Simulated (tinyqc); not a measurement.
Worked calculation: Jacobi rotations on a symmetric matrix. Computed by tinyqc, a small Python program that keeps every step. Settings: method = jacobi. Command: `OMP_NUM_THREADS=1 python tinyqc.py 29277 29278 out.jsonl` (the two numbers bound the seeds that draw the settings). One thread of a shared host (Intel(R) Xeon(R) Processor @ 2.60GHz), about 0.01 s of CPU time with the checks.

## Jacobi rotation 1

A:
```
,1,2,3,4,5,6
1,0.11800,-0.31100,-0.51300,0.29300,-0.90100,0.42000
2,-0.31100,0.58500,-0.27500,-0.51900,-0.48800,-0.46800
3,-0.51300,-0.27500,0.75800,-0.04100,0.76700,0.18600
4,0.29300,-0.51900,-0.04100,0.82000,0.89700,0.34200
5,-0.90100,-0.48800,0.76700,0.89700,0.88000,-0.75200
6,0.42000,-0.46800,0.18600,0.34200,-0.75200,1.08600
```

Take the largest off-diagonal element A_pq; tan 2 theta = 2 A_pq / (A_qq - A_pp) with |theta| <= pi/4; A' = J^T A J with J_pp = J_qq = cos, J_pq = sin, J_qp = -sin.

p, q, theta (rad): 1.00000  5.00000  -0.58537

A':
```
,1,2,3,4,5,6
1,-0.47924,-0.52884,-0.00382,0.73982,0.00000,-0.06541
2,-0.52884,0.58500,-0.27500,-0.51900,-0.23492,-0.46800
3,-0.00382,-0.27500,0.75800,-0.04100,0.92274,0.18600
4,0.73982,-0.51900,-0.04100,0.82000,0.58577,0.34200
5,0.00000,-0.23492,0.92274,0.58577,1.47724,-0.85885
6,-0.06541,-0.46800,0.18600,0.34200,-0.85885,1.08600
```

## Jacobi rotation 2

As before.

p, q, theta (rad): 3.00000  5.00000  0.59959

A':
```
,1,2,3,4,5,6
1,-0.47924,-0.52884,-0.00315,0.73982,-0.00215,-0.06541
2,-0.52884,0.58500,-0.09446,-0.51900,-0.34913,-0.46800
3,-0.00315,-0.09446,0.12728,-0.36440,0.00000,0.63821
4,0.73982,-0.51900,-0.36440,0.82000,0.46046,0.34200
5,-0.00215,-0.34913,0.00000,0.46046,2.10796,-0.60408
6,-0.06541,-0.46800,0.63821,0.34200,-0.60408,1.08600
```

## All rotations

The off-diagonal norm falls at every rotation.

Rotations:
```
step,p,q,theta,off-diagonal norm
1,1,5,-0.58537,2.66e+00
2,3,5,0.59959,2.32e+00
3,1,4,0.42511,2.07e+00
4,2,4,-0.58980,1.82e+00
5,3,6,0.46329,1.58e+00
6,4,5,0.57291,1.38e+00
7,4,6,0.72677,1.11e+00
8,3,4,-0.33622,9.79e-01
9,3,6,-0.13665,8.72e-01
10,1,3,0.46211,7.64e-01
11,2,4,0.30863,6.63e-01
...,...,...,...,...
36,2,6,2.89e-05,5.28e-05
37,3,4,2.19e-05,3.55e-05
38,3,5,7.18e-06,2.06e-05
39,1,2,1.16e-05,8.62e-06
40,1,3,-8.65e-06,9.85e-07
41,5,6,8.58e-07,6.49e-07
42,2,4,3.94e-07,4.61e-07
43,1,6,-8.75e-08,2.83e-07
44,4,5,1.26e-07,3.29e-09
45,2,3,4.43e-09,1.77e-09
46,1,5,3.29e-10,6.43e-10
```

eigenvalues: -1.00872  -0.30877  0.13262  0.95406  1.93366  2.54414
